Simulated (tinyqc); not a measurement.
Electromigration in a confined line: Blech product, Korhonen stress evolution and Black's law: one step, computed by the program tinyqc. Command: `OMP_NUM_THREADS=1 python tinyqc.py 3000928 3000929 out.jsonl emigr walk`. One thread of a shared host (Intel(R) Xeon(R) Processor @ 2.30GHz), about 0.02 s of CPU time with the checks.

The electron wind pushes atoms from the cathode (x = 0) to the anode (x = L); blocking ends build a back stress (tension positive). The input rho is taken not to change with temperature. d sigma/dt = d/dx [kappa (d sigma/dx + G)], with zero flux at both ends and sigma = sigma_0 at t = 0.

Question. Steady state and Blech product. At steady state sigma(x) = sigma_0 + G (L/2 - x). A void forms only if the cathode stress reaches sigma_c, that is if j L exceeds (j L)_c = 2 Omega (sigma_c - sigma_0)/(Z* e rho). Time scale tau = L^2/kappa.

Inputs (values chosen for the exercise, close to those used for copper lines):
```
quantity                    value          unit
resistivity rho              2.48  micro-ohm cm
atomic volume Omega          11.8    angstrom^3
effective charge number Z*    1.4             -
critical stress sigma_c       110           MPa
initial stress sigma_0         20           MPa
current density j             1.1       MA/cm^2
line length L                  64            um
test temperature T            210             C
```

Start: thermal stress.

stress gradient G = 5.185621 MPa/um

kappa = 6.255398e-16 m^2/s

Constants: e = 1.602176634e-19 C.

Give: steady cathode stress; j L; critical product (j L)_c; tau.

Answer.

steady cathode stress = 185.94 MPa

j L = 7040 A/cm

critical product (j L)_c = 3818.3 A/cm

tau = 1818.9 h

j L is 1.84 times the critical product: the line can fail. Caution: a steady stress above sigma_c is formal, since a void forms first.
